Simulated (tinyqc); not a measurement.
# Which input was changed?

Model: X-ray photoelectron analysis of a thin oxide on a semiconductor: attenuation lengths, thickness, angle series and band offsets. Computed by tinyqc, a small Python program. Command: `OMP_NUM_THREADS=1 python tinyqc.py 3114017 3114018 out.jsonl xps which`. One thread of a shared host (Intel(R) Xeon(R) Processor @ 2.30GHz), about 0.03 s of CPU time with the checks.

The same element is seen in the oxide and in the substrate, at nearly the same kinetic energy; films are flat and uniform, and the work function is ignored.

Inputs (values chosen for the exercise, modelled on SiO2 on silicon):
```
quantity                                           value     unit
photon energy                                     1253.6       eV
binding energy of the core level                    99.4       eV
oxide density                                       2.23   g/cm^3
oxide formula mass                                 60.08    g/mol
valence electrons per oxide formula                   16        -
oxide gap                                           8.87       eV
substrate density                                   2.33   g/cm^3
substrate formula mass                             28.09    g/mol
valence electrons per substrate formula                4        -
substrate gap                                       1.12       eV
oxide thickness d                                   0.86       nm
emission angle from the normal                        30  degrees
attenuation length over inelastic mean free path    0.88        -
carbon overlayer                                    0.76       nm
counts in the two peaks together                  400000        -
```

Method:
- TPP-2M: lambda = E/(E_p^2 [b ln(c E) - C/E + D/E^2]) in angstrom, E_p = 28.8 sqrt(N_v rho/M), b = -0.10 + 0.944/sqrt(E_p^2 + E_g^2) + 0.069 rho^0.1, c = 0.191/sqrt(rho), U = N_v rho/M, C = 1.97 - 0.91 U, D = 53.4 - 20.8 U, with E = photon energy less binding energy in eV.
- Attenuation length L = factor x lambda.
- R_0 = (rho_o/M_o) L_o/((rho_s/M_s) L_s); peak ratio R = I_ox/I_sub = R_0 [exp(d/(L_o cos theta)) - 1]; hence d = L_o cos theta ln(1 + R/R_0). A carbon layer weakens both peaks alike, by exp(-d_C/(L_o cos theta)) if its L is taken equal to L_o. This R_0 leaves out intrinsic losses from the substrate peak, so calibrated values can be larger.
- With x = d/(L_o cos theta): d ln d/d ln R = (1 - exp(-x))/x = -d ln d/d ln R_0; counting error of R = 1/sqrt(N f (1 - f)), f the oxide share, which times the sensitivity gives that of d; an angle error adds tan(theta) d theta; d is proportional to L_o at fixed R_0. Assumed errors: 5 % in R_0, 1 degree, 5 % in L_o.

Task: One of these inputs alone was changed, within the range given: oxide density (1.115 to 4.46); emission angle from the normal (15 to 60); attenuation length over inelastic mean free path (0.7 to 1); counts in the two peaks together (2e+05 to 8e+05). Which one, and to what value?

Results:
```
run       ratio R  L in the oxide (nm)  counting error of d (%)
before  0.2248683             2.945427                0.3466887
after   0.2661361             2.557166                0.3215864
```

Result:

Each candidate set to reproduce ratio R, and what it then gives:
```
candidate                                         range searched  value needed  L in the oxide (nm)  counting error of d (%)
oxide density (g/cm^3)                             1.115 to 4.46         2.622               2.8420                  0.32751
emission angle from the normal (degrees)                15 to 60         41.25               2.9454                  0.32159
attenuation length over inelastic mean free path        0.7 to 1        0.7640               2.5572                  0.32159
counts in the two peaks together                  2e+05 to 8e+05     no effect                    -                        -
```

Only attenuation length over inelastic mean free path fits every result: it went from 0.88 to 0.764. The next best candidate, oxide density, misses one result by 11 %.
